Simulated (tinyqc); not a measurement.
Worked calculation: Ewald sum of point charges, rock salt lattice. Computed by tinyqc, a small Python program that keeps every step. Command: `OMP_NUM_THREADS=1 python tinyqc.py 20744 20745 out.jsonl` (the two numbers bound the seeds that draw the settings). One thread of a shared host (Intel(R) Xeon(R) Processor @ 2.60GHz), about 0.05 s of CPU time with the checks.

## Ewald sum with eta = 0.317 1/bohr

cell vectors (rows) (bohr):
```
[[0.000000, 5.440000, 5.440000],
 [5.440000, 0.000000, 5.440000],
 [5.440000, 5.440000, 0.000000]]
```

Charges:
```
q                f1        f2        f3
2.000000   0.000000  0.000000  0.000000
-2.000000  0.500000  0.500000  0.500000
```

Real space: 1/2 sum q_i q_j erfc(eta r)/r over all images with r > 0; reciprocal space: (2 pi/V) sum_(G != 0) exp(-G^2/4 eta^2)/G^2 |S(G)|^2 with S(G) = sum q exp(i G.r); self term -eta/sqrt(pi) sum q^2; background -pi Q^2/(2 V eta^2), Q the total charge.

Real-space shells (first ones):
```
r (bohr)   pairs  sum (hartree)
5.440000      12      -0.065015
7.693322      24       0.003511
9.422356      16      -0.000081
10.880000     12       2.37e-06
12.164210     48      -3.90e-07
13.325224     48       1.67e-08
15.386644     24       1.65e-11
16.320000     60              0
17.202790     48              0
18.042439     48              0
18.844713     16              0
```

Reciprocal shells (first ones that count):
```
G^2 (1/bohr^2)  vectors  sum (hartree)
1.000514              8       0.207172
3.668552             24       0.000222
6.336589             24       1.68e-07
9.004627             32       2.07e-10
```

## The total does not depend on eta

The same sums for other eta.

Totals (hartree per cell):
```
eta            real  reciprocal       self  background        total
0.317000  -0.061584    0.207395  -1.430785    0.000000  -1.28497397
0.438000  -0.003308    0.695255  -1.976920    0.000000  -1.28497397
0.615000  -0.000010    1.490849  -2.775813    0.000000  -1.28497397
```

shortest distance = 5.440000 bohr

Madelung constant -E d / (formula units |q+ q-|) = 1.747565
